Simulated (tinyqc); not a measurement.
Electron-beam lithography: double-Gaussian proximity function, edge placement and dose correction for parallel lines: one step, computed by the program tinyqc. Command: `OMP_NUM_THREADS=1 python tinyqc.py 3112492 3112493 out.jsonl proximity walk`. One thread of a shared host (Intel(R) Xeon(R) Processor @ 2.30GHz), about 0.01 s of CPU time with the checks.

Lines are infinitely long. Absorbed energy is counted so that the middle of a very large area written at dose 1 receives 1; the resist develops where it exceeds 1/2.

Problem. Dose to size and latitude. A test line of width w << beta in surroundings of density rho, all at dose d: near its edge E(x) = d [S + eta rho]/(1 + eta), S = [erf((b - x)/alpha) - erf((a - x)/alpha)]/2 for edges a and b, the second term being the background energy. Dose to size d_s = (1 + eta)/(erf(w/alpha) + 2 eta rho), dose = d_s D0; edge slope d [1 - exp(-w^2/alpha^2)]/(sqrt(pi) alpha (1 + eta)); width change per 1 % of dose = 2 x 0.01 x (1/2)/slope.

Inputs (values chosen for the exercise, of the order of those for 100 keV electrons in resist on silicon):

| quantity | value | unit |
|---|---|---|
| forward range alpha | 0.01 | micrometre |
| backscatter ratio eta | 0.45 | - |
| base dose D0 | 870 | microcoulomb/cm^2 |
| width of the test line | 0.07 | micrometre |
| pattern density around the test line | 0.58 | - |

Give: dose to size d_s; dose; edge slope; width change per 1 % of dose; background energy.

Solution.

dose to size d_s = 0.9527

dose = 828.8 microcoulomb/cm^2

edge slope = 0.03707 1/nm

width change per 1 % of dose = 0.2698 nm

background energy = 0.1715

The background supplies 34 % of the threshold.
